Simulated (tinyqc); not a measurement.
Two-dimensional dopant profile at a mask edge: lateral junction, overlap and effective channel length. Changing the channel doping C_B. Computed by tinyqc, a small Python program. Command: `OMP_NUM_THREADS=1 python tinyqc.py 3029809 3029810 out.jsonl lateral sweep`. One thread of a shared host (Intel(R) Xeon(R) Processor @ 2.30GHz), about 0.01 s of CPU time with the checks.

Ions enter for y < 0; the mask (spacer, then gate) covers y > 0. x is the depth. The surface reflects dopant during the anneal.

Inputs (values chosen for the exercise, modelled on a source-drain extension in silicon):
```
quantity               value    unit
dose Q               9.5e+14  1/cm^2
projected range R_p       38      nm
vertical straggle         19      nm
lateral straggle          19      nm
anneal budget D t    1.5e-12    cm^2
gate length L_g          500      nm
offset spacer             27      nm
oxide thickness          3.2      nm
```

Constants: eps_0 = 8.8541878128e-12 F/m.

Method:
- Widths s_x^2 = (vertical straggle)^2 + 2 D t, s_y^2 = (lateral straggle)^2 + 2 D t. C(x, y) = V(x) (1/2) erfc(y/(sqrt2 s_y)), V(x) = Q/(sqrt(2 pi) s_x) [exp(-(x - R_p)^2/(2 s_x^2)) + exp(-(x + R_p)^2/(2 s_x^2))]; 1 nm = 1e-7 cm.
- The vertical junction far from the mask solves V(x) = C_B.
- The lateral junction at depth x solves C = C_B: y_j(x) = sqrt2 s_y erfc^-1(2 C_B/V(x)). Overlap under the gate = y_j(0) - spacer; metallurgical channel L_met = L_g - 2 overlap (tails from the two sides are not added).
- Abruptness at y_j(0) in nm per decade = ln(10) s_y sqrt(pi/2) exp(u^2) erfc(u), u = y_j/(sqrt2 s_y). Overlap capacitance per width = 3.9 eps_0 overlap/t_ox (zero if there is no overlap).

One run for each value; columns: (1) channel doping C_B (1/cm^3); (2) lateral junction y_j(0) (nm); (3) vertical junction x_j (nm); (4) metallurgical channel L_met (nm); (5) lateral abruptness (nm/decade):
```
(1)         (2)    (3)    (4)    (5)
3.00e+16  88.15  144.0  377.7  16.07
6.80e+16  82.27  138.8  389.5  17.06
1.50e+17  76.21  133.4  401.6  18.22
3.40e+17  69.49  127.6  415.0  19.68
7.70e+17  62.19  121.3  429.6  21.54
1.70e+18  54.39  114.8  445.2  23.91
3.90e+18  45.18  107.3  463.6  27.41
8.90e+18  34.47   98.9  485.1  32.81
2.00e+19  21.43   89.4  511.1  42.48
```

What does the table show, and why?

Over the rows, lateral junction y_j(0) (nm) falls from 88.1 to 21.4 (exponent d ln y / d ln x -0.084 between the first rows and -0.59 between the last); vertical junction x_j (nm) falls from 144 to 89.4 (exponent d ln y / d ln x -0.045 between the first rows and -0.13 between the last); metallurgical channel L_met (nm) rises from 378 to 511 (exponent d ln y / d ln x 0.037 between the first rows and 0.065 between the last). A heavier channel (or halo) pushes both junctions back along the tails, where the profile is less steep on a logarithmic scale.

Caution (all rows): the profile peaks below the surface, where the junction reaches further under the gate than y_j(0); the overlap given is the one at the surface.

Extremes, crossings and ranges named in words are read from the listed rows.
